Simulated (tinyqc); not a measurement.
Worked calculation: velocity overshoot from momentum and energy balance equations after a field step. Computed by tinyqc, a small Python program that keeps every step. Command: `OMP_NUM_THREADS=1 python tinyqc.py 3016367 3016368 out.jsonl overshoot walk`. One thread of a shared host (Intel(R) Xeon(R) Processor @ 2.30GHz), about 0.01 s of CPU time with the checks. Intermediate numbers are printed to about 6 digits and carried at full precision; extremes and crossings named in words are read from the listed rows.

At t = 0 the field jumps from 0 to F in a uniform sample. v is the drift velocity and u = w - (3/2) k_B T the excess energy per carrier.

Inputs (values chosen for the exercise, modelled on electrons in GaN except for tau_E):

| quantity | value | unit |
|---|---|---|
| effective mass m | 0.19 | m_0 |
| low-field mobility mu_0 | 1100 | cm^2/(V s) |
| saturation velocity v_s | 2.1 | 1e7 cm/s |
| energy relaxation time tau_E | 0.38 | ps |
| field after the step F | 24 | kV/cm |
| lattice temperature T | 300 | K |
| time step dt | 6.2 | fs |

Scheme: implicit in the damping.

Constants: m_0 = 9.1093837015e-31 kg; e = 1.602176634e-19 C; k_B = 8.617333262e-05 eV/K.

## Constants and steady state

dv/dt = e F/m - v/tau_m(u), du/dt = e F v - u/tau_E, tau_m(u) = tau_0/(1 + c u), tau_0 = m mu_0/e, c = mu_0/(e tau_E v_s^2); this choice gives the steady state v (1 + mu_0 F v/v_s^2) = mu_0 F, which saturates at v_s. Steady velocity v = 2 mu_0 F/(1 + sqrt(1 + 4 (mu_0 F/v_s)^2)); u = e F v tau_E; carrier temperature T + 2u/(3 k_B), neglecting the drift energy m v^2/2.

tau_0 = 118.830 fs

c = 6.56403 1/eV

acceleration e F/m = 0.0222167 1e7 cm/s per fs

steady velocity = 1.42477 1e7 cm/s

steady excess energy = 0.129939 eV

steady carrier temperature = 1305.26 K

tau_E/tau_0 = 3.20, and in the steady state tau_m has shrunk to 64.1 fs.

## First four steps

dv/dt = e F/m - v/tau_m(u), du/dt = e F v - u/tau_E, tau_m(u) = tau_0/(1 + c u), tau_0 = m mu_0/e, c = mu_0/(e tau_E v_s^2); this choice gives the steady state v (1 + mu_0 F v/v_s^2) = mu_0 F, which saturates at v_s. Step: v_new = (v + dt e F/m)/(1 + dt/tau_m(u)), u_new = (u + dt e F v_new)/(1 + dt/tau_E). Start v = u = 0; the distance adds dt (v + v_new)/2.

Steps:

| step | t (fs) | v (1e7 cm/s) | u (eV) | tau_m (fs) |
|---|---|---|---|---|
| 1 | 6.2 | 0.130913 | 0.00019167 | 118.680 |
| 2 | 12.4 | 0.255318 | 0.00056241 | 118.393 |
| 3 | 18.6 | 0.373502 | 0.00110023 | 117.978 |
| 4 | 24.8 | 0.485720 | 0.00179371 | 117.447 |

## The whole transient

Run to 8 times the larger of tau_E and tau_0, but at most 20001 steps, and stop early if |v| > 1000 v_s or u < -1/(2c); the run is accepted if the last v is within 0.5 % of the steady value.

Selected steps, the peak among them:

| step | t (fs) | v (1e7 cm/s) | u (eV) | distance (nm) |
|---|---|---|---|---|
| 1 | 6.20000e+00 | 0.13091 | 1.91671e-04 | 4.05830e-02 |
| 2 | 1.24000e+01 | 0.25532 | 5.62408e-04 | 1.60315e-01 |
| 4 | 2.48000e+01 | 0.48572 | 1.79371e-03 | 6.21608e-01 |
| 6 | 3.72000e+01 | 0.69315 | 3.60457e-03 | 1.35422e+00 |
| 10 | 6.20000e+01 | 1.04530 | 8.64516e-03 | 3.52540e+00 |
| 17 | 1.05400e+02 | 1.48604 | 2.05927e-02 | 9.09142e+00 |
| 28 | 1.73600e+02 | 1.82677 | 4.26151e-02 | 2.05921e+01 |
| 38 | 2.35600e+02 | 1.89372 | 6.18379e-02 | 3.22094e+01 |
| 45 | 2.79000e+02 | 1.86815 | 7.35982e-02 | 4.03863e+01 |
| 72 | 4.46400e+02 | 1.65363 | 1.04012e-01 | 6.98663e+01 |
| 117 | 7.25400e+02 | 1.48178 | 1.22692e-01 | 1.13058e+02 |
| 189 | 1.17180e+03 | 1.43229 | 1.28908e-01 | 1.77733e+02 |
| 304 | 1.88480e+03 | 1.42512 | 1.29892e-01 | 2.79485e+02 |
| 491 | 3.04420e+03 | 1.42478 | 1.29939e-01 | 4.44681e+02 |

peak velocity = 1.89372 1e7 cm/s

time of the peak = 235.6 fs

distance at the peak = 32.2094 nm

last relative deviation from the steady velocity = 1.65053e-06

peak over steady velocity = 1.32914

The velocity overshoots to 1.33 times its steady value: momentum follows the field within tau_m while the energy, and with it the scattering rate, builds up over tau_E. A channel shorter than a few times 32 nm would see this.

## Error of the time step

The peak velocity is recomputed with dt/2 and dt/4 and by an adaptive Runge-Kutta method (tolerance 1e-9).

Peak velocity:

| step | v_peak (1e7 cm/s) | error (%) |
|---|---|---|
| dt | 1.89372 | -0.277013 |
| dt/2 | 1.89634 | -0.139195 |
| dt/4 | 1.89763 | -0.070908 |
| adaptive | 1.89898 | 0.000000 |

The implicit scheme puts the peak 0.28 % too low; halving dt divides the error by 1.99, as a first-order method should.

Checks made by the program: peak at dt/4 against the adaptive solution (relative difference 7e-04).
